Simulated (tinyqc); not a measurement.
Effective mass of the conduction band from tabulated energies: one step. The non-parabolic form. Three cases, with inputs chosen for the exercise.

Question. E (1 + alpha E) = c k^2/m means that y = c k^2/E is a straight line in E with intercept m and slope m alpha. Fit the line by unweighted least squares over points 1 to 8, E in eV.

c = hbar^2/2m0. A uniform scatter of up to 0.3 meV has been added to mimic numerical noise.
Constants: hbar^2/2m0 = 3.80998211 eV angstrom^2.

Case 1.

Energies along [110], from the band edge:

| k (1/angstrom) | E (meV) |
|---|---|
| 0.0000000 | 0.000000 |
| 0.0053000 | 2.577700 |
| 0.0106000 | 10.605400 |
| 0.0159000 | 23.947400 |
| 0.0212000 | 41.793900 |
| 0.0265000 | 63.196000 |
| 0.0318000 | 88.609300 |
| 0.0371000 | 116.730200 |
| 0.0424000 | 147.019000 |

reference mass (curvature of the model at k = 0.0001 1/angstrom) = 0.0388001 m0

Case 2.

Energies along [111], from the band edge:

| k (1/angstrom) | E (meV) |
|---|---|
| 0.0000000 | 0.000000 |
| 0.0018000 | 0.739000 |
| 0.0036000 | 3.747800 |
| 0.0054000 | 8.035700 |
| 0.0072000 | 13.936300 |
| 0.0090000 | 21.096100 |
| 0.0108000 | 29.880600 |
| 0.0126000 | 39.000300 |
| 0.0144000 | 49.443400 |

reference mass (curvature of the model at k = 0.0001 1/angstrom) = 0.0134002 m0

Case 3.

Energies along [111], from the band edge:

| k (1/angstrom) | E (meV) |
|---|---|
| 0.0000000 | 0.000000 |
| 0.0097000 | 5.690800 |
| 0.0194000 | 21.668300 |
| 0.0291000 | 47.583800 |
| 0.0388000 | 82.252100 |
| 0.0485000 | 124.918200 |
| 0.0582000 | 173.911300 |
| 0.0679000 | 228.035200 |
| 0.0776000 | 286.728000 |

reference mass (curvature of the model at k = 0.0001 1/angstrom) = 0.0658000 m0

Give: y; m; alpha.

Answer.

Case 1.

y (m0): 0.04152  0.04037  0.04022  0.04097  0.04234  0.04348  0.04492  0.04659

m = 0.03997 m0
alpha = 1.045 1/eV

The intercept errs by +3.01 %. The scatter of the first points, divided by small energies, tilts an unweighted line. The model has Eg = 0.802 eV, and for two bands alpha is near 1/Eg = 1.25 1/eV.

Case 2.

y (m0): 0.01670  0.01318  0.01383  0.01417  0.01463  0.01487  0.01551  0.01598

m = 0.01434 m0
alpha = 1.748 1/eV

The intercept errs by +7.00 %. The scatter of the first points, divided by small energies, tilts an unweighted line. The model has Eg = 0.231 eV, and for two bands alpha is near 1/Eg = 4.33 1/eV.

Case 3.

y (m0): 0.06299  0.06618  0.06780  0.06973  0.07174  0.07421  0.07703  0.08002

m = 0.06446 m0
alpha = 0.864 1/eV

The intercept errs by -2.04 %. The scatter of the first points, divided by small energies, tilts an unweighted line. The model has Eg = 1.508 eV, and for two bands alpha is near 1/Eg = 0.66 1/eV.

Computed by tinyqc, one run a case: `OMP_NUM_THREADS=1 python tinyqc.py N N+1 out.jsonl` with N = 1850843, 1851023, 1851260; one thread of a shared Intel(R) Xeon(R) Processor @ 2.30GHz, about 0.01 s a run at most.
